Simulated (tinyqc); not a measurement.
# Worked calculation: thermionic emission over a Gaussian spread of barriers

Program tinyqc, `OMP_NUM_THREADS=1 python tinyqc.py 2640078 2640079 out.jsonl`; Intel Xeon 2.30GHz, shared host, one thread, about 0.01 s. Printed values are rounded.

Metal on an n-type semiconductor with one parabolic valley; V > 0 is forward bias (metal positive). Patches of barrier height b are spread as a Gaussian with mean phi - r2 V and variance sg^2 + r3 V; each carries A* T^2 exp(-b/Vt) [exp(V/Vt) - 1].

Parameters, values chosen for the exercise; band and dielectric values close to those of indium phosphide: temperature T = 250 K; electron mass me = 0.0812 m0; barrier height seen from the metal phi = 1.07 eV; standard deviation of the barrier heights sg = 0.042 eV; shift of the mean barrier per volt, with its sign reversed (rho2) r2 = -0.015; change of sg^2 per volt (rho3) r3 = -0.0016 V; bias V = 0.15 V; barrier heights sampled nb = 11.

Constants: q = 1.602176634e-19 C, kB = 1.380649e-23 J/K, h = 6.62607015e-34 J s, m0 = 9.1093837015e-31 kg, Vt = kB T/q. Results are converted to the units shown.

## Apparent barrier, ideality and current

A* = 4 pi q me m0 kB^2/h^3 (times 1e-4 for A/(cm^2 K^2)). The mean of exp(-b/Vt) gives the apparent barrier phi_ap(V) = phi - r2 V - (sg^2 + r3 V)/(2 Vt), J = A* T^2 exp(-phi_ap/Vt) [exp(V/Vt) - 1], and 1/n = 1 + r2 + r3/(2 Vt).

A* = 9.75807 A/(cm^2 K^2)
phi_ap(0) = 1.02906 eV
phi_ap(V) = 1.03688 eV
n = 1.05500
J = 8.05620e-13 A/cm^2

## The same mean by Simpson's rule

With mean mu and deviation s at this bias, take nb equally spaced b from mu - s^2/Vt - 3.5 s to mu + s, the Gaussian density g(b) and y = g exp(-(b - mu)/Vt); the integral I of y gives phi_ap = mu - Vt ln I.

```
point   b (eV)    g (1/eV)  y (1/eV)
0      0.86487  7.61892e-6  0.115452
1      0.88952  1.78477e-4  0.861675
2      0.91416  0.00280697   4.31767
3      0.93880   0.0296387   14.5252
4      0.96344    0.210111   32.8066
5      0.98808     1.00001   49.7470
6      1.01272     3.19539   50.6453
7      1.03736     6.85505   34.6160
8      1.06201     9.87334   15.8848
9      1.08665     9.54738   4.89387
10     1.11129     6.19827   1.01226
```

I = 5.15015
phi_ap = 1.03694 eV

This differs from the closed form by 0.060 meV. The integrand peaks at b = 1.01 eV among these points, below the mean of 1.07 eV: low barriers carry the current.
